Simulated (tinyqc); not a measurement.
From one set of inputs to another, one input at a time: anisotropic elasticity and sound waves of a cubic crystal. Computed by tinyqc, a small Python program. Command: `OMP_NUM_THREADS=1 python tinyqc.py 3028965 3028966 out.jsonl cubicelastic ladder`. One thread of a shared host (Intel(R) Xeon(R) Processor @ 2.30GHz), about 0.01 s of CPU time with the checks.

Voigt order 1..6 = xx, yy, zz, yz, xz, xy, with engineering shear strains. The rotated frame has x' as named, z' along the wafer normal and y' = z' x x'.

The inputs printed are set A. Inputs not listed in the table keep their values of set A, so the rows need not describe a real material.

Inputs (values chosen for the exercise, modelled on molybdenum):
```
quantity                                value   unit
C11                                     460.4    GPa
C12                                     155.3    GPa
C44                                     108.4    GPa
expansion coefficient of the film           5  ppm/K
expansion coefficient of the substrate    5.7  ppm/K
cooling Delta T                           300      K
```

Frame: (110) wafer, x' along [1-11].

direction cosines a (rows x', y', z' in the cube axes):
```
            x           y           z
x'  0.5773503  -0.5773503   0.5773503
y'  0.4082483  -0.4082483  -0.8164966
z'  0.7071068   0.7071068   0.0000000
```

Method:
- S11 = (C11 + C12)/D, S12 = -C12/D, D = (C11 - C12)(C11 + 2 C12), S44 = 1/C44. Zener ratio A = 2 C44/(C11 - C12); S0 = S11 - S12 - S44/2; H = 2 C44 + C12 - C11.
- C'_ijkl = C12 delta_ij delta_kl + C44 (delta_ik delta_jl + delta_il delta_jk) - H sum_m a_im a_jm a_km a_lm.
- Invert C' to S'. E along x' = 1/S'11, along y' = 1/S'22; Poisson ratios nu(x'y') = -S'12/S'11 and nu(x'z') = -S'13/S'11; in-plane shear modulus 1/S'66.
- On cooling, a thick substrate imposes eps_1 = eps_2 = (alpha_film - alpha_substrate) Delta T and eps_6 = 0; the free surface sets sigma_3 = sigma_4 = sigma_5 = 0, which fixes eps_3, eps_4, eps_5. Biaxial modulus M = (sigma_1 + sigma_2)/(2 eps); energy density M eps^2. Elastic response and constant coefficients are assumed.

Each row keeps all changes above it:
```
input moved                                      from    to  E along x' (GPa)  biaxial modulus M (GPa)  stress along x' (MPa)
set A                                               -     -             285.1                    442.5                  -90.1
cooling Delta T (K)                               300   700             285.1                    442.5                 -210.1
C11 (GPa)                                       460.4   281             274.8                    351.5                 -179.0
C44 (GPa)                                       108.4  77.2             204.9                    294.9                 -146.8
expansion coefficient of the substrate (ppm/K)    5.7  0.55             204.9                    294.9                  933.5
expansion coefficient of the film (ppm/K)           5   4.5             204.9                    294.9                  828.6
C12 (GPa)                                       155.3   174             206.3                    294.3                  836.2
```

E along x' goes from 285 to 206, a factor 0.724 in all. The largest single move comes from C44 (a factor 0.745). Biaxial modulus M goes from 442 to 294, a factor 0.665 in all. The largest single move comes from C11 (a factor 0.794). Stress along x' goes from -90.1 to 836, +926 in all. The largest single move comes from expansion coefficient of the substrate (+1.08e+03), and cooling Delta T works against it (-120). The single moves hold for this order of the switches; the total does not depend on the order.

Caution (rows cooling Delta T, expansion coefficient of the substrate, expansion coefficient of the film, C12): the thermal stress of this film exceeds 200 MPa, which can relax by slip, cracking or buckling in a real film.

Extremes, crossings and ranges named in words are read from the listed rows.
